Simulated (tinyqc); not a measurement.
Charge needed for a dipole step.

Two sheets of opposite charge dd apart with permittivity ei give the step D = q N dd/(eps0 ei).

Inputs (values chosen for the exercise):

| symbol | value | unit | meaning |
|---|---|---|---|
| ei | 6.2 |  | relative permittivity inside the dipole layer |
| dd | 0.24 | nm | thickness of the dipole layer |

Constants: q = 1.602176634e-19 C, eps0 = 8.8541878128e-14 F/cm where lengths are in cm. Results are converted to the units shown.

Result of one run:
```
N (cm^-2)    D (V)  field (MV/cm)  moment (debye/nm^2, 1 D = 3.33564e-30 C m)
6.8e12     0.04763          1.985                                      0.7839
```

What becomes of these results when the charge in each sheet N is changed from 6.8e12 to 2.9e14 cm^-2, all else the same?

Result of the changed run:
```
N (cm^-2)  D (V)  field (MV/cm)  moment (debye/nm^2, 1 D = 3.33564e-30 C m)
2.9e14     2.031          84.64                                       33.43
```

The whole series:
```
N (cm^-2)     D (V)  field (MV/cm)  moment (debye/nm^2, 1 D = 3.33564e-30 C m)
1e12       0.007005         0.2919                                      0.1153
2.7e12      0.01891         0.7880                                      0.3112
6.8e12      0.04763          1.985                                      0.7839
1.7e13       0.1191          4.962                                       1.960
4.5e13       0.3152          13.13                                       5.187
1.1e14       0.7705          32.10                                       12.68
2.9e14        2.031          84.64                                       33.43
```

D is proportional to N, 0.1 V for 1.43e13 cm^-2. The same sheet as an uncompensated charge under 1 nm of a dielectric of permittivity 3.9 would shift the flat band by 0.662 V, and that shift would grow with thickness, which a dipole step does not. For N = 1.1e14, 2.9e14 the field exceeds 20 MV/cm; it acts over one bond length, where the sheet picture is only a bookkeeping device.

Numbers from tinyqc (`OMP_NUM_THREADS=1 python tinyqc.py 2410095 2410096 out.jsonl`; about 0.01 s on one thread of a shared Intel Xeon 2.30GHz).
